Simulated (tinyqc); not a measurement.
What moves the results: strain-driven crossing of the Gamma and L valleys in a germanium-like crystal alloyed with tin. A value that a table varies takes the place of the one given here.

Biaxial loads: e0 is the in-plane strain e_par and the normal is free. (001): e_perp = -2 (C12/C11) e_par; exx = eyy = e_par, ezz = e_perp, no shear. (111): e_perp = -(2 C11 + 4 C12 - 4 C44)/(C11 + 2 C12 + 4 C44) e_par; exx = eyy = ezz = (2 e_par + e_perp)/3 and exy = eyz = ezx = (e_perp - e_par)/3. (110): e_perp = -(C11 + 3 C12 - 2 C44)/(C11 + C12 + 2 C44) e_par; exx = eyy = (e_par + e_perp)/2, ezz = e_par, exy = (e_perp - e_par)/2, eyz = ezx = 0. Uniaxial loads: a stress along n, scaled so that n.e.n = e0, with exx = s11 sxx + s12 (syy + szz), exy = s44 sxy/2, s11 = (C11 + C12)/((C11 - C12)(C11 + 2 C12)), s12 = -C12/((C11 - C12)(C11 + 2 C12)), s44 = 1/C44.

Edges from the unstrained valence top: Gamma at Eg + ac tr(e); an L valley with unit axis u at EgL + aL tr(e) + XuL (u.e.u - tr(e)/3), u along [111], [1-1-1], [-11-1], [-1-11]; valence edges are the levels of the 6 x 6 matrix of X, Y, Z times spin with -Dso/3 + l exx + m (eyy + ezz) on the diagonal (cyclic), n exy off it, l = av + 2 b, m = av - b, n = sqrt(3) d. Spin-orbit term (Dso/3) L.sigma on X, Y, Z with (L_k)_ij = -i epsilon_kij: <X+|H|Y+> = -i Dso/3, <X+|H|Z-> = Dso/3, <Y+|H|Z-> = -i Dso/3, <Z+|H|X-> = -Dso/3, <Z+|H|Y-> = i Dso/3, <X-|H|Y-> = i Dso/3, and their conjugates; + and - are the spin along z.

With tin the unstrained gaps become E(y) = (1 - y) E + y EgS - CS y (1 - y); all other values are kept.
Constants: kB = 8.617333262e-05 eV/K.

Values chosen for the exercise (near those of Ge, gaps at low temperature; not measured data):
- Eg = 0.915 eV (gap at Gamma to the s-like level)
- EgL = 0.732 eV (gap to L)
- Dso = 0.295 eV (spin-orbit splitting)
- ac = -8.28 eV (conduction deformation potential)
- av = 1.24 eV (valence hydrostatic potential)
- b = -2.51 eV (tetragonal shear potential)
- d = -5.38 eV (trigonal shear potential)
- aL = -1.63 eV (hydrostatic potential of the L edge, Xd + Xu/3)
- XuL = 16.44 eV (uniaxial potential, L)
- y = 0.074 (tin fraction)
- EgS = (-0.416, 0.116) eV (Gamma and L gaps of the tin end)
- CS = (2.59, 1.02) eV (bowing of the Gamma and L gaps)
- C11 = 127.8 GPa
- C12 = 49.1 GPa
- C44 = 66.4 GPa
- load = biaxial (001) (kind of strain)
- mG = 0.0408 m0 (mass at Gamma)
- mL = 0.579 m0 (density-of-states mass of the four L valleys together)
- T = 200 K (temperature)
- e0 = -0.0161 (size of the strain)

## Which strain makes the gap direct

For tension the difference Gamma minus lowest L is linear in e0; slope per 1 % and the e0 at which it vanishes (a dash: no crossing below 15 %), with the gap there.

Results:

| load | slope (meV per 1 %) | crossing e0 (%) | gap at the crossing (eV) |
|---|---|---|---|
| biaxial (001) | -81.9 | 0.27 | 0.594 |
| biaxial (110) | -22.5 | 1.00 | 0.438 |
| biaxial (111) | 43.4 | - | - |
| uniaxial [100] | -29.6 | 0.76 | 0.582 |
| uniaxial [111] | -2.9 | 7.63 | -0.131 |
| uniaxial [110] | 16.1 | - | - |

What does this show, and why?

The smallest strain is needed for biaxial (001) (0.27 %), then uniaxial [100] (0.76 %). No crossing below 15 % is found for biaxial (111) and uniaxial [110]: shear splits the L valleys and pulls the lowest down as fast as or faster than Gamma. Loads without off-diagonal strain, (001) and [100], gain (ac - aL) tr(e) = -66 meV per 1 % of volume. Crossings beyond about 3 % are sensitive to second-order terms, left out here. For uniaxial [111] the slope is a near cancellation, so terms beyond this linear model decide. A gap at or below zero marks a crossing beyond the range of this linear model.

## Sweep of a biaxial (001) strain

The valence splitting is the distance of the top two edges. Share in Gamma = mG^(3/2)/(mG^(3/2) + (mL^(3/2)/4) sum_i exp(-(E_Li - E_Gamma)/kT)).

Results:

| e0 (%) | direct gap (eV) | indirect gap (eV) | Gamma - L (meV) | valence splitting (meV) | share in Gamma (%) |
|---|---|---|---|---|---|
| -0.72 | 0.691 | 0.610 | 81 | 56 | 0.0165 |
| -0.27 | 0.659 | 0.614 | 45 | 23 | 0.140 |
| 0.17 | 0.611 | 0.603 | 9 | 15 | 1.12 |
| 0.62 | 0.534 | 0.562 | -28 | 60 | 8.80 |
| 1.06 | 0.455 | 0.520 | -64 | 107 | 43.8 |
| 1.51 | 0.372 | 0.473 | -101 | 157 | 86.9 |
| 1.95 | 0.288 | 0.425 | -137 | 209 | 98.2 |
| 2.40 | 0.201 | 0.375 | -174 | 263 | 99.8 |

What can be read from the table?

Gamma drops below the lowest L valley between e0 = 0.17 and 0.62 %. The direct gap goes from 0.691 to 0.201 eV; of that change -0.125 eV comes from the rise of the valence top through the shear terms and the rest from the volume. The share in Gamma goes from 0.0165 to 99.8 %.

## What each parameter does

Direct gap, Gamma minus the lowest L edge and the valence splitting. Each row changes one parameter from the base and keeps the others.

Results:

| case | direct gap (eV) | Gamma - L (meV) | valence splitting (meV) |
|---|---|---|---|
| base | 0.7563 | 154.4 | 104.0 |
| XuL = 13.974 eV | 0.7563 | 154.4 | 104.0 |
| ac = -7.038 eV | 0.7317 | 129.7 | 104.0 |
| d = -4.573 eV | 0.7563 | 154.4 | 104.0 |
| Dso = 0.33925 eV | 0.7563 | 154.4 | 109.1 |
| aL = -1.3855 eV | 0.7563 | 159.2 | 104.0 |
| C12 = 41.735 GPa | 0.7787 | 166.7 | 99.6 |
| y = 0.0629 | 0.7959 | 177.3 | 104.0 |

What does this show?

The largest shifts from the base row, up to three for each result and ties (the steps differ in size, so this ranks the rows, not the parameters). direct gap (eV): y +0.0396, ac -0.0246, C12 +0.0223; unchanged at the printed digits by XuL, d, Dso and aL. Gamma - L (meV): ac -24.6, y +23.0, C12 +12.3; unchanged at the printed digits by XuL, d and Dso. valence splitting (meV): Dso +5.1, C12 -4.4; unchanged at the printed digits by XuL, ac, d, aL and y.

(tinyqc, `OMP_NUM_THREADS=1 python tinyqc.py 1050903 1050904 out.jsonl`, Intel(R) Xeon(R) Processor @ 2.30GHz, 1 thread, shared host, about 0.01 s.)
